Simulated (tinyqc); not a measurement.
Sweep of a uniaxial [110] stress: six-band Luttinger-Kohn model with strain.

Six-band Luttinger-Kohn model in the basis |3/2,3/2>, |3/2,1/2>, |3/2,-1/2>, |3/2,-3/2>, |1/2,1/2>, |1/2,-1/2>, electron energies, zero at the top of the unstrained valence band. H = -[rows: (P+Q, -S, R, 0, -S/r2, r2 R); (-S*, P-Q, 0, R, -r2 Q, r32 S); (R*, 0, P-Q, S, r32 S*, r2 Q); (0, R*, S*, P+Q, -r2 R*, -S*/r2); (-S*/r2, -r2 Q, r32 S, -r2 R, P+Dso, 0); (r2 R*, r32 S*, r2 Q, -S/r2, 0, P+Dso)], r2 = sqrt(2), r32 = sqrt(3/2). Levels are twofold.

P = c g1 k^2 - av tr(e); Q = c g2 (kx^2 + ky^2 - 2 kz^2) - (b/2)(exx + eyy - 2 ezz); R = c sqrt3 [-g2 (kx^2 - ky^2) + 2i g3 kx ky] + (sqrt3/2) b (exx - eyy) - i d exy; S = 2 c sqrt3 g3 (kx - i ky) kz - d (exz - i eyz); c = hbar^2/2m0, e the strain tensor (not engineering shear).

s11 = (C11 + C12)/((C11 - C12)(C11 + 2 C12)), s12 = -C12/((C11 - C12)(C11 + 2 C12)), s44 = 1/C44; exx = s11 sxx + s12 (syy + szz) and cyclic, exy = s44 sxy/2; tension is positive. A uniaxial stress X along the unit vector n is s_ij = X n_i n_j.

Constants: hbar^2/2m0 = 3.80998211 eV angstrom^2.

Parameters, chosen for this exercise (near those of GaSb; not measured data): Dso = 0.755 eV (spin-orbit splitting); g1 = 13.39 (Luttinger gamma1); g2 = 4.71 (gamma2); g3 = 6 (gamma3); av = 0.8 eV (valence hydrostatic potential); b = -1.99 eV (tetragonal shear potential); d = -4.73 eV (trigonal shear potential); C11 = 89.1 GPa; C12 = 40.1 GPa; C44 = 43.3 GPa; load = uniaxial [110] (kind of stress).

Edges at k = 0 and curvature masses of the top pair along [100] and [001] (step 0.0002 1/angstrom); at zero stress the top is fourfold and has no single curvature.

Edges and masses:
```
X (GPa)  top (eV)  second (eV)  third (eV)  splitting (meV)  m [100]  m [001]
-2.10      0.0734      -0.0810     -0.7772            154.4    0.060    0.151
-1.40      0.0465      -0.0541     -0.7673            100.6    0.060    0.144
-0.70      0.0219      -0.0271     -0.7598             49.0    0.061    0.136
0.00       0.0000       0.0000     -0.7550              0.0        -        -
0.70       0.0272      -0.0190     -0.7532             46.2    0.096    0.052
1.40       0.0544      -0.0349     -0.7547             89.3    0.097    0.051
2.10       0.0818      -0.0474     -0.7596            129.2    0.098    0.051
```

How do the results move, and what explains it?

The splitting reaches 154.4 meV under compression and 129.2 meV under the same tension; linear shear terms alone would make the two equal, and the difference comes from the coupling to the split-off band. At the ends of the sweep the top pair has a mass along [100] of 0.060 under compression and 0.098 under tension, so compression gives the lighter holes along [100]; along [001] it has 0.151 and 0.051. The top edge itself moves by +73 and +82 meV. The ends of the sweep mean strains up to 2.3 %, beyond the range of linear deformation potentials.

Program tinyqc; command `OMP_NUM_THREADS=1 python tinyqc.py 1051161 1051162 out.jsonl`; about 0.07 s on one thread of a shared Intel(R) Xeon(R) Processor @ 2.30GHz.
